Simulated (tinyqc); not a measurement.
Abrupt p-n junction, non-linear Poisson equation by Newton steps: course of the Newton iteration.

One dimension, p side on the left, n side on the right; net doping C = -Na for x < 0 and +Nd for x > 0. The potential psi is counted from the intrinsic level, and the quasi-Fermi potentials are flat: 0 for holes and -V for electrons, so n = ni exp((psi + V)/Vt) and p = ni exp(-psi/Vt) (Boltzmann statistics, full ionisation, no current).

a_i = eps0 eps_r/h_i for the interval from node i to i + 1, with h_i = x_(i+1) - x_i in cm.

Start: The parabolas of an abrupt Na-Nd junction in the depletion approximation: psi_p + q Na (x + xp)^2/(2 eps0 eps_r) for -xp < x < 0, psi_n - q Nd (xn - x)^2/(2 eps0 eps_r) for 0 < x < xn, flat outside, with W = sqrt(2 eps0 eps_r (psi_n - psi_p)(1/Na + 1/Nd)/q), xp = W Nd/(Na + Nd), xn = W Na/(Na + Nd), psi_p = -Vt ln(Na/ni), psi_n = Vt ln(Nd/ni) - V.

n_i = ni exp((psi_i + V)/Vt), p_i = ni exp(-psi_i/Vt), rho_i = p_i - n_i + C_i, g_i = (n_i + p_i)/Vt. Box widths w_i = (h_(i-1) + h_i)/2 in cm. Residual F_i = a_i (psi_(i+1) - psi_i) - a_(i-1) (psi_i - psi_(i-1)) + q rho_i w_i; Jacobian: a_(i-1) and a_i beside the diagonal, b_i = -a_(i-1) - a_i - q g_i w_i on it. The two end nodes are fixed.

Solve the tridiagonal system a_(i-1) d_(i-1) + b_i d_i + a_i d_(i+1) = -F_i for nodes 1 to 11, with d = 0 on fixed nodes. Half of the step is added while the largest |d| exceeds 1.5 Vt, the full step after that.

Stop when the largest undamped |d| is below 1e-9 V, or after 80 iterations.

Parameters, values chosen for the exercise; band and dielectric values those of a made-up semiconductor:
```
symbol    value   unit                                 meaning
T           273      K                             temperature
Eg         1.82     eV                                band gap
eps_r      8.98                          relative permittivity
Nc      7.49e17  cm^-3  conduction-band density of states at T
Nv      1.37e19  cm^-3     valence-band density of states at T
Na       1.9e17  cm^-3          acceptor density of the p side
Nd       1.8e17  cm^-3             donor density of the n side
V             0      V   bias of the p side against the n side
```

Constants: q = 1.602176634e-19 C, kB = 1.380649e-23 J/K, Vt = kB T/q, eps0 = 8.8541878128e-14 F/cm where lengths are in cm. Results are converted to the units shown.

| node | x (nm) | net doping C (cm^-3) |
|---|---|---|
| 0 | -153 | -1.9e17 |
| 1 | -112 | -1.9e17 |
| 2 | -78.6 | -1.9e17 |
| 3 | -50.5 | -1.9e17 |
| 4 | -27.3 | -1.9e17 |
| 5 | -8 | -1.9e17 |
| 6 | 8 | 1.8e17 |
| 7 | 26.1 | 1.8e17 |
| 8 | 46.7 | 1.8e17 |
| 9 | 69.9 | 1.8e17 |
| 10 | 96.3 | 1.8e17 |
| 11 | 126 | 1.8e17 |
| 12 | 160 | 1.8e17 |

ni = 50.8558 cm^-3

Course of the iteration:

| iteration | largest \|F\| (C/cm^2) | largest \|d\| (V) | at node |
|---|---|---|---|
| 1 | 3.12e-8 | 0.0114 | 5 |
| 2 | 4.57e-9 | 1.88e-3 | 9 |
| 3 | 1.51e-10 | 6.70e-5 | 9 |
| 4 | 1.83e-13 | 8.12e-8 | 9 |
| 5 | 2.68e-19 | 1.19e-13 | 9 |

Did this iteration meet its convergence test, and what does its course show?

Yes. Converged in 5 iterations. Once the step is below 0.1 Vt, 3 more iteration(s) reach the threshold: near the solution the error is roughly squared each time.

Range of the model: The donor density exceeds a fifth of the band density of states, where Boltzmann statistics begin to fail.

Numbers from tinyqc (`OMP_NUM_THREADS=1 python tinyqc.py 2000146 2000147 out.jsonl`; about 0.02 s on one thread of a shared Intel Xeon 2.30GHz).
